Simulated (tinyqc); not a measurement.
Carrier lifetime of a p-type layer with SRH, radiative, Auger and surface recombination: effect of the trap level below the conduction band at dn = 2e15 cm^-3.

Uniform excess density dn = dp (no trapping), n = n0 + dn, p = p0 + dn, Boltzmann statistics, full ionisation. Surfaces enter as a rate 2 S dn/d, which holds while diffusion to them is fast.

ni = sqrt(Nc Nv) exp(-Eg/(2 Vt)), Eg in volts; majority density N/2 + sqrt(N^2/4 + ni^2), n0 p0 = ni^2; n1 = Nc exp(-Et/Vt), p1 = Nv exp((Et - Eg)/Vt); tn0 = 1/(sn vth Nt), tp0 = 1/(sp vth Nt). With e = n p - ni^2 = dn (n0 + p0 + dn): U_SRH = e/(tp0 (n + n1) + tn0 (p + p1)), U_rad = B e, U_Aug = (Cn n + Cp p) e, U_s = 2 S dn/d. Each tau is dn over its rate; tau = dn/U with U the sum. Here dn = 2e15 cm^-3.

Values chosen for this exercise; band and dielectric values those of a made-up semiconductor:
- T = 300 K (temperature)
- Eg = 0.937 eV (band gap)
- Nc = 3.15e19 cm^-3 (conduction-band density of states at T)
- Nv = 3.22e19 cm^-3 (valence-band density of states at T)
- B = 4.09e-15 cm^3/s (radiative coefficient)
- N = 9.7e14 cm^-3 (acceptor density)
- Cn = 5e-31 cm^6/s (Auger coefficient (two electrons))
- Cp = 4.6e-31 cm^6/s (Auger coefficient (two holes))
- Nt = 7.7e10 cm^-3 (trap density)
- sn = 3e-17 cm^2 (capture cross-section for electrons)
- sp = 8e-16 cm^2 (capture cross-section for holes)
- vth = 2e7 cm/s (thermal velocity (both carriers))
- S = 0 cm/s (surface recombination velocity (both faces))
- d = 8 um (sample thickness)

Constants: q = 1.602176634e-19 C, kB = 1.380649e-23 J/K, Vt = kB T/q. Results are converted to the units shown.

The same in every row: tau_rad (s) = 0.08232; tau_Aug (s) = 0.1423.

Effect of the trap level below the conduction band at dn = 2e15 cm^-3:
```
Et (eV)  tau_SRH (s)  tau (s)  radiative share (%)  largest path
0.06          0.8674  0.04919                59.76     radiative
0.16         0.03985  0.02259                27.44           SRH
0.26         0.02256  0.01575                19.13           SRH
0.37         0.02220  0.01557                18.91           SRH
0.47         0.02220  0.01557                18.91           SRH
0.57         0.02235  0.01565                19.01           SRH
0.67         0.02987  0.01899                23.07           SRH
0.77          0.3895  0.04599                55.87     radiative
0.88           25.90  0.05205                63.22     radiative
```

Radiative recombination leads at Et = 0.06, SRH from 0.16, radiative from 0.77 on. tau_SRH goes from 0.867 through a minimum of 0.0222 (at Et = 0.47 among the rows listed) to 25.9 s and the total lifetime goes from 0.0492 through a minimum of 0.0156 (at Et = 0.47 among the rows listed) to 0.0520 s. tau_SRH is within a factor 1.5 of its lowest value for Et from 0.26 to 0.67 eV; nearer a band edge n1 or p1 outgrows the carrier densities and the trap re-emits what it captured.

Program tinyqc, `OMP_NUM_THREADS=1 python tinyqc.py 2300046 2300047 out.jsonl`; Intel Xeon 2.30GHz, shared host, one thread, about 0.01 s.
